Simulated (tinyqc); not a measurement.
Stark shift: graded (staircase) quantum well by finite differences.

Finite differences on points z_i at the centres of cells of width h: H_ii = (c/h^2)(1/m_(i-1/2) + 1/m_(i+1/2)) + V_i, H_(i,i+1) = -(c/h^2)/m_(i+1/2), where m_(i+1/2) is the mean of the masses at the two points (the end values are repeated outwards), psi = 0 on the points beyond both ends, c = hbar^2/2m0. The field adds e F (z - z0) with z0 the middle of the structure; 1 kV/cm = 1e-5 eV/angstrom.

Constants: hbar^2/2m0 = 3.80998211 eV angstrom^2.

Values chosen for the exercise (out of a larger set: near those of a strained Si well in SiGe; not measured data):

| symbol | value | unit | meaning |
|---|---|---|---|
| layers | ((18, 0.178, 0.954), (6, 0.079, 0.9268), (6, 0.02, 0.9104), (6, 0, 0.905), (6, 0.02, 0.9104), (6, 0.079, 0.9268), (18, 0.178, 0.954)) |  | each layer: thickness in angstrom, band edge in eV, mass in m0 |
| hf | 0.375 | angstrom | cell width of the fine grid |
| Fs | (0, 33.3, 66.7, 100, 133, 167, 200) | kV/cm | fields |

Fine grid. Perturbation theory: dE1 = e F z_11 - beta (e F)^2 with beta = sum_j z_1j^2/(E_j - E_1) over the 13 next levels at zero field, z from z0.

Levels against field:

| F (kV/cm) | E1 (eV) | E2 (eV) | dE1 (meV) | second order (meV) | <z - z0> (angstrom) | E2 - E1 (meV) |
|---|---|---|---|---|---|---|
| 0 | 0.0490 | 0.1407 | 0.00 | 0.00 | 0.0 | 91.7 |
| 33.3 | 0.0490 | 0.1406 | -0.05 | -0.05 | -0.3 | 91.7 |
| 66.7 | 0.0488 | 0.1403 | -0.22 | -0.22 | -0.7 | 91.5 |
| 100 | 0.0485 | 0.1398 | -0.49 | -0.49 | -1.0 | 91.3 |
| 133 | 0.0481 | 0.1391 | -0.88 | -0.87 | -1.3 | 90.9 |
| 167 | 0.0476 | 0.1381 | -1.38 | -1.38 | -1.7 | 90.5 |
| 200 | 0.0470 | 0.1369 | -1.99 | -1.98 | -2.0 | 89.9 |

z_11 = 0.00 angstrom
beta = 494.1 angstrom^2/eV

At zero field the state is centred, so the shift starts as F^2; it turns linear only if the state is pulled to one side. At 200 kV/cm E1 has moved by -1.99 meV, where second order gives -1.98 meV; they differ by 0.5 % there. The electron moves by -2.0 angstrom, against the rise of the potential. From 133 kV/cm on E2 lies above the lowest point of the outer barrier, so it is a resonance or a state of the finite grid, held or pushed up by its ends. E2 - E1 shrinks with the field; the ends are 91.7 and 89.9 meV.

tinyqc: `OMP_NUM_THREADS=1 python tinyqc.py 1250827 1250828 out.jsonl`; about 0.01 s, one thread, shared Intel(R) Xeon(R) Processor @ 2.30GHz.
